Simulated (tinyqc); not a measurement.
Two-step dopant diffusion (predeposition and drive-in) with a constant diffusivity: one step, computed by the program tinyqc. Command: `OMP_NUM_THREADS=1 python tinyqc.py 3002339 3002340 out.jsonl dopdiff walk`. One thread of a shared host (Intel(R) Xeon(R) Processor @ 2.30GHz), about 0.06 s of CPU time with the checks.

Fick diffusion into a half space x > 0 whose background doping C_B is of the opposite type, so that a junction lies where C = C_B.

Task: Diffusivities. D = D0 exp(-E/(k_B T)). Temperatures in kelvin are T(C) + 273.15. Times in seconds are 60 times the minutes.

Inputs (values chosen for the exercise, modelled on gallium in silicon): prefactor D0 = 0.41 cm^2/s; activation energy E = 3.41 eV; predeposition temperature T1 = 1025 C; predeposition time t1 = 45 min; drive-in temperature T2 = 1200 C.

Constants: k_B = 8.617333262e-05 eV/K.

Give: D1; D2; product D1 t1.

Result:

D1 = 2.367e-14 cm^2/s

D2 = 8.848e-13 cm^2/s

product D1 t1 = 6.391e-11 cm^2
